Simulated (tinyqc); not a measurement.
Sub-threshold conduction and electro-thermal threshold of an amorphous chalcogenide: the S-shaped curve.

Trap-limited conduction: I = I0 exp(-Ea/kB T) sinh(q V dz/(2 ua kB T)), I0 = 2 q A Nt dz/ta. One lumped temperature T = T0 + Rt I V. The threshold is the largest V for which a steady state exists on the low-current branch.

For each T, V solves Rt I(V, T) V = T - T0.

Parameters, values chosen for the exercise; values of the order of Ge-Sb-Te and related chalcogenides:
```
symbol   value   unit                 meaning
T0         300      K     ambient temperature
A         2700   nm^2           cross-section
ua          43     nm     amorphous thickness
dz         7.9     nm  distance between traps
Ea        0.35     eV       activation energy
Nt      1.1e19  cm^-3            trap density
ta       1e-14      s            attempt time
Rt         7.4   K/uW      thermal resistance
```

Constants: q = 1.602176634e-19 C, kB = 1.380649e-23 J/K. Results are converted to the units shown.

Result of one run:
```
V (V)  I (uA)  V/I (kohm)
1.415   16.04       88.22
```

Which cell temperature T gave this result: 306, 327, 379, 416 or 468 K?

T = 468 K.

The whole series:
```
T (K)  V (V)  I (uA)  V/I (kohm)
302    1.084  0.2492        4352
306    1.310  0.6192        2115
314    1.461   1.295        1129
327    1.548   2.357       656.7
340    1.577   3.427       460.3
353    1.584   4.522       350.3
379    1.566   6.818       229.7
416    1.511   10.38       145.6
468    1.415   16.04       88.22
536    1.288   24.77       52.00
640    1.115   41.20       27.07
```

V goes from 1.08 through a maximum of 1.58 (at T = 353 K among the rows listed) to 1.12 V, while I rises from 0.249 to 41.2 uA. The exact threshold is 1.584 V at 352.3 K; beyond it V falls as I rises, a negative differential resistance that a voltage source cannot hold. For T = 536, 640 the layer would crystallise if held at such a temperature.

Range of the model: Purely electronic switching mechanisms, filaments and series resistance are left out.

Program tinyqc, `OMP_NUM_THREADS=1 python tinyqc.py 2490014 2490015 out.jsonl`; Intel Xeon 2.30GHz, shared host, one thread, about 0.01 s.
